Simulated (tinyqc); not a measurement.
From one set of inputs to another, one input at a time: solid solubility of a dopant against its melt (retrograde solidus), clustering and the electrically active fraction. Computed by tinyqc, a small Python program. Command: `OMP_NUM_THREADS=1 python tinyqc.py 3020066 3020067 out.jsonl retro ladder`. One thread of a shared host (Intel(R) Xeon(R) Processor @ 2.30GHz), about 0.02 s of CPU time with the checks.

The inputs printed are set A. Inputs not listed in the table keep their values of set A, so the rows need not describe a real material.

Inputs (values chosen for the exercise, for a model dopant):
```
quantity,value,unit
melting point of the host T_m,1687,K
heat of melting of the host H_f,50.2,kJ/mol
interaction L of the melt,-3.7,kJ/mol
enthalpy of transfer from melt to solid H,0.526,eV
entropy of transfer S,-3.21,k_B
site density N0,5e+22,1/cm^3
temperature T,1370,K
total dopant density N_t,3.7e+20,1/cm^3
atoms per cluster m,2,-
cluster scale N* at 1273 K,4.9e+20,1/cm^3
activation energy E_b of the cluster scale,0.48,eV
anneal temperature T_a,1200,K
mobility mu,85,cm^2/(V s)
```

Clustering: clusters of m atoms, electrons left out.

Constants: R = 8.314462618 J/(mol K); k_B = 8.617333262e-05 eV/K; e = 1.602176634e-19 C.

Method. x_l and x_s are atom fractions of the dopant in melt and solid; the solid is dilute. Liquidus of the host: R T ln(1 - x_l) + L x_l^2 = -H_f (1 - T/T_m). Distribution: k = x_s/x_l = exp[L (1 - x_l)^2/(R T)] exp(S/k_B - H/(k_B T)), the first factor being the activity coefficient in the melt. Solubility = x_s N0; at T_m x_l = 0. A highly soluble donor (another dopant than that of the solidus) is limited by clustering. Donors N_a are active, and clusters hold m atoms each: N_t = N_a + m C, m C = N* (N_a/N*)^m, with N*(T) = N*(1273 K) exp[-(E_b/k_B)(1/T - 1/1273)]. Resistivity = 1/(e mu N_a).

Each row keeps all changes above it:
```
input moved,from,to,solubility (1/cm^3),active density N_a (1/cm^3),resistivity (milliohm cm)
set A,-,-,1.1374e+19,2.2960e+20,0.31981
total dopant density N_t (1/cm^3),3.7e+20,2e+21,1.1374e+19,6.9895e+20,0.10506
interaction L of the melt (kJ/mol),-3.7,-12,7.8272e+18,6.9895e+20,0.10506
entropy of transfer S (k_B),-3.21,2.66,2.7728e+21,6.9895e+20,0.10506
enthalpy of transfer from melt to solid H (eV),0.526,1.37,2.1783e+18,6.9895e+20,0.10506
activation energy E_b of the cluster scale (eV),0.48,0.26,2.1783e+18,7.3310e+20,0.10016
temperature T (K),1370,1425,2.7723e+18,7.3310e+20,0.10016
cluster scale N* at 1273 K (1/cm^3),4.9e+20,5e+20,2.7723e+18,7.3885e+20,0.09938
```

Which inputs carry the difference?

Solubility goes from 1.14e19 to 2.77e18, a factor 0.244 in all. The largest single move comes from enthalpy of transfer from melt to solid H (a factor 7.86e-4), and entropy of transfer S works against it (a factor 354). Active density N_a goes from 2.30e20 to 7.39e20, a factor 3.22 in all. The largest single move comes from total dopant density N_t (a factor 3.04). Resistivity goes from 0.320 to 0.0994, a factor 0.311 in all. The largest single move comes from total dopant density N_t (a factor 0.328). The single moves hold for this order of the switches; the total does not depend on the order.

Caution (all rows): this clustering law is a generic form; degeneracy and a doping-dependent mobility are left out. Caution (rows entropy of transfer S): the solid is no longer dilute, and its own lowering of the liquidus is left out.

Extremes, crossings and ranges named in words are read from the listed rows.
